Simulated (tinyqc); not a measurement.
Two-band k.p model of the Delta valleys near the X point under shear strain, step by step. Values are carried at full precision from step to step, so a last printed digit may differ when a step is redone from the rounded ones.

Constants: hbar^2/2m0 = 3.80998211 eV angstrom^2.

Parameters, chosen for this exercise (near those of Si; shifted at random, so the results belong to these values and not to a real crystal):
- a = 5.443 angstrom (lattice constant)
- ml = 0.895 m0 (longitudinal mass)
- mt = 0.194 m0 (transverse mass)
- kx0 = 0.15 2 pi/a (distance of the minimum from X)
- D = 14.5 eV (shear deformation potential)
- Mp = 0.229 m0 (coupling mass)
- exy = 0.022 (shear strain)
- k = (0.003, 0.037, 0.241) 1/angstrom (wave vector from X)

## Scales

k0 = kx0 2 pi/a; Delta = 2 c k0^2/ml with c = hbar^2/2m0, half the splitting of the two bands at k0; eta = D exy/Delta measures the shear coupling against it.

k0 = 0.17315 1/angstrom
Delta = 0.25527 eV
eta = 1.2497
splitting of the two bands at X, 2 |D exy| = 0.6380 eV

## The Hamiltonian at one k

Valley pair on the [001] axis, kz counted from the X point, c = hbar^2/2m0, k0 = kx0 2 pi/a. H = (c kz^2/ml + c (kx^2 + ky^2)/mt + c k0^2/ml) 1 + (2 c k0 kz/ml) sigma_z + (D exy - 2 c kx ky/Mp) sigma_x, so E = c kz^2/ml + c (kx^2 + ky^2)/mt + c k0^2/ml -/+ sqrt((2 c k0 kz/ml)^2 + (D exy - 2 c kx ky/Mp)^2). Without strain the lower band has its minima, E = 0, at kz = +/- k0. Shifts from diagonal strain are left out.

Fill in the 2 x 2 matrix (sigma_z diagonal) and give its levels.

H(k) (eV):
```
[[0.7572, 0.3153],
 [0.3153, 0.0467]]
```

levels (eV): [-0.0731, 0.8770]

## Position, depth and masses of the minimum

For |eta| < 1: k_min = k0 sqrt(1 - eta^2), E_min = -Delta eta^2/2, ml(eta) = ml/(1 - eta^2), 1/m[110] = 1/mt + eta/Mp, 1/m[1-10] = 1/mt - eta/Mp. For |eta| > 1 the minimum sits at X: E_min = -Delta (2 |eta| - 1)/2, ml(eta) = ml/(1 - 1/|eta|), and eta is replaced by its sign in the transverse masses.

k_min = 0.0000 1/angstrom
E_min = -191.37 meV
ml(eta) = 4.480 m0

masses along [110] and [1-10] (m0): [0.1050, 1.2693]

The two valleys have merged at X; electrons are lighter along [110] (-45.9 % against mt) and heavier across (+554.3 %).

## The two bands along kz

kx = ky = 0, kz from 0 to 1.6 k0 in steps of 0.2 k0, with and without the strain.

Levels (eV):
```
kz/k0  kz (1/angstrom)    lower   upper  lower, no strain  upper, no strain
0.0             0.0000  -0.1914  0.4466            0.1276            0.1276
0.2             0.0346  -0.1903  0.4558            0.0817            0.1838
0.4             0.0693  -0.1869  0.4830            0.0459            0.2502
0.6             0.1039  -0.1803  0.5274            0.0204            0.3267
0.8             0.1385  -0.1694  0.5881            0.0051            0.4135
1.0             0.1732  -0.1533  0.6638            0.0000            0.5105
1.2             0.2078  -0.1308  0.7537            0.0051            0.6177
1.4             0.2424  -0.1012  0.8568            0.0204            0.7352
1.6             0.2770  -0.0639  0.9726            0.0459            0.8628
```

## Checks

- Depth of the minimum by numerical search against the closed form (eV): both -0.191366.
- Mass along [110] by finite differences against the closed form: both 0.1050.

tinyqc: `OMP_NUM_THREADS=1 python tinyqc.py 1050115 1050116 out.jsonl`; about 0.01 s, one thread, shared Intel(R) Xeon(R) Processor @ 2.30GHz.
